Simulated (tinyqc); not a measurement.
Inside a calculation. Method: inverse iteration on a symmetric matrix. Computed by tinyqc, a small Python program that keeps every step. Settings: method = inverse, shift = 1.52. Command: `OMP_NUM_THREADS=1 python tinyqc.py 21614 21615 out.jsonl` (the two numbers bound the seeds that draw the settings). One thread of a shared host (Intel(R) Xeon(R) Processor @ 2.60GHz), about 0.01 s of CPU time with the checks.

A:
$$\begin{pmatrix}
0.57700 & -0.13600 & -0.13000 & -0.22500 & 0.38200 & -0.18500 \\
-0.13600 & 0.93800 & -0.04100 & -0.09800 & -0.09400 & 0.17700 \\
-0.13000 & -0.04100 & 2.06800 & 0.04900 & 0.17800 & 0.09400 \\
-0.22500 & -0.09800 & 0.04900 & 2.08500 & 0.15000 & 0.19500 \\
0.38200 & -0.09400 & 0.17800 & 0.15000 & 2.38500 & -0.27700 \\
-0.18500 & 0.17700 & 0.09400 & 0.19500 & -0.27700 & 3.87300
\end{pmatrix}$$

Stop when the residual |A v - lambda v| is below 1e-9.

Steps:
```
step     lambda  residual
1     1.6464582  9.49e-01
2     1.4289424  7.59e-01
3     1.3125811  6.05e-01
4     1.3028432  5.38e-01
5     1.3498919  5.29e-01
6     1.4201059  5.34e-01
7     1.4987373  5.35e-01
8     1.5785120  5.25e-01
9     1.6547294  5.04e-01
10    1.7240823  4.74e-01
11    1.7845481  4.37e-01
12    1.8353370  3.96e-01
13    1.8766685  3.55e-01
14    1.9094358  3.13e-01
15    1.9348711  2.75e-01
16    1.9542882  2.39e-01
17    1.9689188  2.07e-01
18    1.9798320  1.78e-01
19    1.9879091  1.53e-01
20    1.9938510  1.31e-01
21    1.9982015  1.12e-01
22    2.0013750  9.60e-02
23    2.0036828  8.19e-02
24    2.0053568  6.99e-02
25    2.0065682  5.96e-02
26    2.0074431  5.08e-02
27    2.0080736  4.33e-02
28    2.0085270  3.69e-02
29    2.0088524  3.15e-02
30    2.0090853  2.68e-02
```

Can the last value be used, and what does the course show?

Not by the stop rule. Not converged in 30 steps: the residual falls only by the ratio of the two smallest distances of eigenvalues from the shift, 0.92 a step. all eigenvalues, for comparison: [0.41298, 0.94476, 2.00963, 2.05076, 2.53386, 3.97401].
